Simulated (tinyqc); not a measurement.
Conduction-band offset of an n-N heterojunction from carrier-profile moments: two steps of the calculation.

Layer 1 (x < 0) accumulates electrons and layer 2 (x > 0) is depleted. Boltzmann statistics. The bands bend down by V1 in layer 1 and up by V2 in layer 2, with V1 + V2 = VD = dE + Vt ln[(N2/Nc2)/(N1/Nc1)].

Inputs (values chosen for the exercise); values of the order of III-V alloys:
- T = 350 K (temperature)
- eps_r = 11.6 (relative permittivity of both layers)
- Nc1 = 6.7e17 cm^-3 (density of states of the narrow-gap layer 1)
- Nc2 = 1.5e18 cm^-3 (density of states of the wide-gap layer 2)
- dE = 0.13 eV (conduction-band offset)
- N1 = 1.2e16 cm^-3 (donor density in layer 1)
- N2 = 1.1e17 cm^-3 (donor density in layer 2)
- si = 0 cm^-2 (fixed charge at the interface)

Constants: q = 1.602176634e-19 C, kB = 1.380649e-23 J/K, Vt = kB T/q, eps0 = 8.8541878128e-14 F/cm where lengths are in cm. Results are converted to the units shown.

Problem 1. Division of the diffusion potential. Sheet densities from the first integral: Q1 = sqrt((2 eps0 eps_r Vt N1/q)(exp(u1) - u1 - 1)) extra electrons, Q2 = sqrt((2 eps0 eps_r Vt N2/q)(exp(-u2) + u2 - 1)) missing ones, u = V/Vt; neutrality Q1 = Q2 + si. Q1 - Q2 rises steadily with V1, so V1 follows by bisection.

Find: VD; V1; V2; Q1; n at x = 0-; n at x = 0+.

Solution 1.

VD = 0.1725 V
V1 = 0.09079 V
V2 = 0.08172 V
Q1 = 2.749e11 cm^-2
n at x = 0- = 2.435e17 cm^-3
n at x = 0+ = 7.322e15 cm^-3

n drops across the interface by 33.3 = (Nc1/Nc2) exp(dE/Vt).

Problem 2. Offset from the moments. A C-V profile smears n(x) but keeps its zeroth and first moments: si = -int (N - n) dx, VD = (q/(eps0 eps_r)) int (N - n) x dx, dE = VD - Vt ln[(N2/Nc2)/(N1/Nc1)]. Use the trapezoidal rule on each side.

```
left point  -x (nm)  n in layer 1 (cm^-3)
0                 0            2.43506e17
1             0.928            2.14464e17
2              5.63            1.26970e17
3              16.1            5.99644e16
4              34.1            3.00075e16
5              60.9            1.85184e16
6              97.9            1.41532e16
7               146            1.26006e16
8               207            1.21281e16
9               281            1.20201e16
```

```
right point  x (nm)  n in layer 2 (cm^-3)
0                 0            7.32163e15
1              6.77            1.70284e16
2              16.7            3.98638e16
3              28.2            6.89575e16
4                41            9.12988e16
5              54.9            1.02910e17
6              69.5            1.07573e17
7                85            1.09238e17
8               101            1.09771e17
9               118            1.09937e17
```

Wanted: si; VD; dE.

Solution 2.

si = 1.998e10 cm^-2
VD = 0.1720 V
dE = 0.1295 eV

On these few points dE comes out -0.52 meV from the true 0.13 eV, and si misses by 2.0e10 cm^-2, 7.3 % of Q1.

tinyqc, about 0.07 s, one thread, Intel Xeon 2.30GHz (shared host): `OMP_NUM_THREADS=1 python tinyqc.py 2410070 2410071 out.jsonl`
